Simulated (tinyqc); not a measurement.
## Electron density from the filling shift

Problem. At zero temperature the Burstein-Moss shift of one parabolic valley is (C/me + C/mh) kF^2 with kF = (3 pi^2 n)^(1/3), C = hbar^2/(2 m0). Find kF and n.

Inputs (values chosen for the exercise):

| symbol | value | unit | meaning |
|---|---|---|---|
| me | 0.0678 | m0 | electron mass |
| mh | 0.498 | m0 | hole mass |

Constants: q = 1.602176634e-19 C, hbar = 1.054571817e-34 J s, m0 = 9.1093837015e-31 kg, hbar^2/(2 m0) = 0.0380998212 eV nm^2. Results are converted to the units shown.

filling shift = 283.62261 meV

Solution. The shift gives kF^2, and n = kF^3/(3 pi^2).

kF = 0.667 1/nm
n = 1.00e19 cm^-3

tinyqc, about 0.01 s, one thread, Intel Xeon 2.30GHz (shared host): `OMP_NUM_THREADS=1 python tinyqc.py 2330019 2330020 out.jsonl`
